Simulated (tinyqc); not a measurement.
Schottky emission and Poole-Frenkel conduction in an insulator, and how to tell them apart: one step of the calculation.

Schottky emission (electrode-limited): J = As T^2 exp[-(pb - b sqrt(F))/Vt], b = sqrt(q/(4 pi eps0 ei)). Poole-Frenkel emission (bulk-limited): J = s0 F exp[-(pt - 2 b sqrt(F))/Vt]. F in V/cm.

Problem. Which mechanism made these data. The data come from another sample of the same dielectric, in which one mechanism alone limits the current. Fit straight lines by least squares: ln J on sqrt(F) (Schottky plot, slope b/Vt) and ln(J/F) on sqrt(F) (Poole-Frenkel plot, slope 2 b/Vt), F in V/cm, and read a permittivity from each slope. The right mechanism gives a value near ei, and in any case between ei and es.

Parameters, values chosen for the exercise; dielectric values close to those of zirconium oxide:
- T = 325 K (temperature)
- ei = 4.79 (high-frequency relative permittivity)
- es = 26.1 (static relative permittivity)

Constants: q = 1.602176634e-19 C, kB = 1.380649e-23 J/K, Vt = kB T/q, eps0 = 8.8541878128e-14 F/cm where lengths are in cm. Results are converted to the units shown.

```
point  F (MV/cm)  J (A/cm^2)
0            1.1   4.433e-14
1           1.76   2.476e-13
2           2.42   1.022e-12
3           3.08   3.511e-12
4           3.74   1.063e-11
5            4.4   2.928e-11
```

Find: slope of the Schottky plot; permittivity read as Schottky; slope of the Poole-Frenkel plot; permittivity read as Poole-Frenkel.

Solution.

slope of the Schottky plot = 0.0061909 (cm/V)^0.5
permittivity read as Schottky = 4.7899
slope of the Poole-Frenkel plot = 0.0048793 (cm/V)^0.5
permittivity read as Poole-Frenkel = 30.845

Both plots are nearly straight, so straightness decides nothing. Read as Schottky the data give 4.79, which matches ei = 4.79; read as Poole-Frenkel they give 30.8, above even the static value 26.1. The data were made by Schottky emission.

Program tinyqc, `OMP_NUM_THREADS=1 python tinyqc.py 2370084 2370085 out.jsonl`; Intel Xeon 2.30GHz, shared host, one thread, about 0.01 s.
